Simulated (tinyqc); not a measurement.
# Hole mobility in a silicon inversion layer, empirical terms and Matthiessen rule: effects of single changes

Inversion layer of sheet density Ns on a uniformly doped body. The mobility terms are empirical power laws with prefactors chosen for the exercise; adding their inverses (Matthiessen) is itself an approximation.

Inputs (values chosen for the exercise); material values close to those of silicon: temperature T = 300 K; band gap Eg = 1.1 eV; relative permittivity of the semiconductor eps_r = 11.9; conduction-band density of states at T Nc = 2.85e19 cm^-3; valence-band density of states at T Nv = 2.65e19 cm^-3; body doping Nb = 1.7e17 cm^-3; reverse body bias Vsb = 0 V; weight of the inversion charge in the effective field eta = 0.3333; phonon-limited mobility at 1 MV/cm and 300 K Ap = 120 cm^2/(V s); roughness-limited mobility at 1 MV/cm As = 304 cm^2/(V s); exponent of the roughness term gs = 1.3; Coulomb prefactor Ac = 1800 cm^2/(V s); charge at the interface Nit = 1.5e10 cm^-2.

Constants: q = 1.602176634e-19 C, kB = 1.380649e-23 J/K, Vt = kB T/q, eps0 = 8.8541878128e-14 F/cm where lengths are in cm. Results are converted to the units shown.

Each table varies one quantity; the others keep the values above.

## Universality: two dopings at the same effective field

ni = sqrt(Nc Nv) exp(-Eg/(2 Vt)), Eg in volts; Ndep = sqrt(2 eps0 eps_r Nb (2 Vt ln(Nb/ni) + Vsb)/q); E = q (Ndep + eta Ns)/(eps0 eps_r), in MV/cm. With t = T/(300 K): muC = Ac (Ns/1e12 cm^-2) t/(Nb/1e17 cm^-3 + Nit/1e11 cm^-2), muP = Ap E^(-1/3) t^(-1.75), muS = As E^(-gs); 1/mu is the sum of the inverses. For each E, Ns is chosen to give that field on bodies with Nb = 2e16 and 1.7e17 cm^-3; the last column leaves out muC.

Universality: two dopings at the same effective field:
columns A: E (MV/cm); B: Ns, light body (cm^-2); C: mu, light (cm^2/(V s)); D: Ns, heavy body (cm^-2); E: mu, heavy (cm^2/(V s)); F: without muC (cm^2/(V s))
```
A             B      C         D      E      F
0.221  3.049e12  179.7  2.559e11  105.1  181.8
0.287  4.351e12  161.5  1.558e12  146.9  162.7
0.374  6.068e12  143.8  3.275e12  138.2  144.5
0.487  8.297e12  127.1  5.504e12  124.5  127.4
0.634  1.120e13  111.2  8.405e12  109.9  111.4
0.826  1.499e13  96.18  1.219e13  95.52  96.30
1.08   2.000e13  82.00  1.720e13  81.66  82.06
1.4    2.631e13  69.33  2.352e13  69.15  69.36
```

What does the comparison show, and why?

The heavily doped body has 0.585 of the mobility of the light one in the first row and 0.997 in the last; there they lie 0.30 % below and 0.051 % below the curve without Coulomb scattering, which depends on E alone. The heavy body leaves that curve at low E because its field comes mostly from depletion charge and few carriers screen.

## Effect of the inversion density

Same model as above.

Effect of the inversion density:
```
Ns (cm^-2)  E (MV/cm)  muC (cm^2/(V s))  muP (cm^2/(V s))  muS (cm^2/(V s))  mu (cm^2/(V s))
2e11          0.21817            194.59            199.34            2200.1           94.250
3.6e11        0.22627            350.27            196.93            2098.2           118.91
6.3e11        0.23996            612.97            193.11            1944.0           136.53
1.1e12        0.26378            1070.3            187.11            1718.9           145.76
2e12          0.30939            1945.9            177.42            1397.0           145.65
3.6e12        0.39048            3502.7            164.18            1032.3           136.14
6.3e12        0.52732            6129.7            148.53            698.51           120.09
1.1e13        0.76553             10703            131.18            430.25           99.593
2e13           1.2217             19459            112.25            234.34           75.602
```

As Ns goes from 2e11 to 2e13 cm^-2, E rises from 0.218 to 1.22 MV/cm and mu goes from 94.3 through a maximum of 146 (at Ns = 1.1e12 cm^-2 among the rows listed) to 75.6 cm^2/(V s). The smallest term is the Coulomb one in the first row and the phonon one in the last. Screening lifts the Coulomb term as Ns grows while the field presses the carriers to the interface, hence the maximum.

Computed by the program tinyqc: `OMP_NUM_THREADS=1 python tinyqc.py 2510040 2510041 out.jsonl`, one thread of a shared Intel Xeon 2.30GHz, about 0.01 s for the whole run.
